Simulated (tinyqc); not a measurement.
Nanosheet or nanowire with hard walls, valleys of the Ge type: sweeps and comparisons. A value that a table varies takes the place of the one given here.

Four ellipsoidal valleys along <111>: inverse mass tensor w = 1/mt + (1/ml - 1/mt) a a^T with a the unit axis. Device axes: x along the channel, z = [001], y = z x x. The Gamma and Delta valleys are left out; the heavy Delta valleys, about 0.18 eV up, lie lowest once the L levels pass about 0.2 eV.

Hard walls around a W x H rectangle. The block w_c of w in (y, z) confines; the transport mass follows from 1/m_x = w_xx - w_xc w_c^-1 w_cx. The cross-section problem c (w_yy ky^2 + 2 w_yz ky kz + w_zz kz^2), c = hbar^2/2m0, is solved in products sin(n pi y/W) sin(l pi z/H), n, l = 1 to 12; if w_yz = 0 the levels are c pi^2 (w_yy n^2/W^2 + w_zz l^2/H^2). The w_yz term couples (n, l) to (n', l') by -2 c w_yz D_nn'(W) D_ll'(H) with D_nm(L) = 4 n m/(L (n^2 - m^2)) for n + m odd and 0 otherwise.

Without degeneracy the line density is N1 exp((EF - Ec)/kB T) with N1 = sum 2 g sqrt(m_x kB T/(4 pi c)) exp(-E/kB T), here over n, l up to 80 where w_yz = 0 and over all levels of a 12 x 12 sine basis otherwise; the classical value is W H Nc with Nc = 2 g_all (m_dos kB T/(4 pi c))^(3/2), m_dos = (ml mt^2)^(1/3); dVt = kB T ln(W H Nc/N1).

Constants: hbar^2/2m0 = 3.80998211 eV angstrom^2; kB = 8.617333262e-05 eV/K.

Inputs chosen for the exercise (near those of Ge; not measured data):
- ml = 1.572 m0 (longitudinal mass)
- mt = 0.082 m0 (transverse mass)
- T = 300 K (temperature)
- g_all = 4 (number of valleys)
- channel = 110 (transport direction x on a (001) wafer)
- H = 60 angstrom (height, along z = [001])
- Ws = (30, 40, 50, 65, 85, 110, 140) angstrom (widths)
- W = 80 angstrom (width, along y)

## From wire to sheet

Valleys:

| group | valleys g | w_yy | w_zz | \|w_yz\| | m_x (m0) |
|---|---|---|---|---|---|
| A | 2 | 4.48913 | 8.34213 | 5.44896 | 0.08200 |
| B | 2 | 12.19512 | 8.34213 | 0.00000 | 1.07533 |

Lowest level of each group (groups ordered by w_zz, then w_yy) and dVt against the width.

Results:

| W (angstrom) | A1 (eV) | B1 (eV) | dVt (mV) |
|---|---|---|---|
| 30 | 0.2224 | 0.5967 | 212.5 |
| 40 | 0.1491 | 0.3737 | 146.5 |
| 50 | 0.1201 | 0.2706 | 122.1 |
| 65 | 0.1031 | 0.1957 | 106.7 |
| 85 | 0.0951 | 0.1506 | 95.2 |
| 110 | 0.0913 | 0.1250 | 87.0 |
| 140 | 0.0895 | 0.1105 | 81.8 |

What does this show?

dVt falls from 212 to 82 mV. Group A is lowest at every width, by 374 meV in the narrowest and 21 meV in the widest. At the widest W the lowest level is 0.0895 eV; the film limit c pi^2 w_zz/H^2 of that group is 0.0871 eV.

## Channel direction

The same rectangle along [100] and [110]; groups ordered by w_zz, then w_yy.

Lowest level of each group:

| channel, group | valleys g | w_yy | w_zz | \|w_yz\| | m_x (m0) | E (eV) |
|---|---|---|---|---|---|---|
| [100] A | 4 | 8.342 | 8.342 | 3.853 | 0.579 | 0.1305 |
| [110] A | 2 | 4.489 | 8.342 | 5.449 | 0.082 | 0.0964 |
| [110] B | 2 | 12.195 | 8.342 | 0.000 | 1.075 | 0.1588 |

What can be read from the table?

The lowest subband has m_x = 0.579 m0 and 4 valleys along [100], and 0.082 m0 and 2 valleys along [110]; its edge lies at 0.1305 and 0.0964 eV. At equal energy above the edge the carriers of the [110] channel are faster by a factor 2.66.

## What each parameter does

E1 and E2 are the two lowest subband edges over all groups. Each row changes one parameter from the base and keeps the others.

Results:

| case | E1 (eV) | E2 - E1 (meV) | m_x of lowest (m0) | dVt (mV) |
|---|---|---|---|---|
| base | 0.0964 | 26.5 | 0.082 | 97.6 |
| W = 95 angstrom | 0.0931 | 17.6 | 0.082 | 91.3 |
| H = 68 angstrom | 0.0778 | 27.7 | 0.082 | 82.3 |
| T = 350 K | 0.0964 | 26.5 | 0.082 | 98.7 |
| ml = 1.729 m0 | 0.0955 | 24.7 | 0.082 | 97.3 |
| mt = 0.074 m0 | 0.1058 | 27.2 | 0.074 | 107.0 |

How do the results move?

The largest shifts from the base row, up to three for each result and ties (the steps differ in size, so this ranks the rows, not the parameters). E1 (eV): H -0.0186, mt +0.0094, W -0.0032; unchanged at the printed digits by T. E2 - E1 (meV): W -8.9, ml -1.8, H +1.2; unchanged at the printed digits by T. m_x of lowest (m0): mt -0.008; unchanged at the printed digits by W, H, T and ml. dVt (mV): H -15.3, mt +9.4, W -6.3.

Program tinyqc; command `OMP_NUM_THREADS=1 python tinyqc.py 1252367 1252368 out.jsonl`; about 0.2 s on one thread of a shared Intel(R) Xeon(R) Processor @ 2.30GHz.
